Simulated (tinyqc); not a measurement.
Composition and strain of an epitaxial Si(1-x)Ge(x) layer from Raman and X-ray peaks: one step, computed by the program tinyqc.

A (001) layer, biaxially strained in the plane. The Raman peaks follow empirical lines omega = w0 + c1 x + c3 x^3 + b eps (c3 for Si-Ge alone), with eps the in-plane strain.

Question. Lattice constants and strain. Relaxed lattice constant a(x) = a_Si + (a_Ge - a_Si) x - B x (1 - x). In-plane constant a_par = a_sub + R (a(x) - a_sub); eps = a_par/a(x) - 1; eps_perp = -(2 C12/C11) eps with 2 C12/C11 linear in x; a_perp = a(x) (1 + eps_perp).

Inputs (values chosen for the exercise, modelled on silicon-germanium):
```
quantity                value      unit
Ge fraction x            0.79         -
degree of relaxation R   0.27         -
lattice constant of Si  5.431  angstrom
lattice constant of Ge  5.658  angstrom
bowing B                0.026  angstrom
2 C12/C11 of Si         0.766         -
2 C12/C11 of Ge         0.759         -
```

Substrate: silicon.

Give: relaxed constant a(x); substrate constant a_sub; a_par; in-plane strain eps; strain along the normal; a_perp.

Answer.

relaxed constant a(x) = 5.6060 angstrom

substrate constant a_sub = 5.431 angstrom

a_par = 5.4783 angstrom

in-plane strain eps = -22.790 per mille

strain along the normal = 17.331 per mille

a_perp = 5.7032 angstrom

The layer is under compression in the plane and is stretched along the normal. Caution: strains above 2 % survive only in layers a few nanometres thick, and the linear relations lose accuracy.
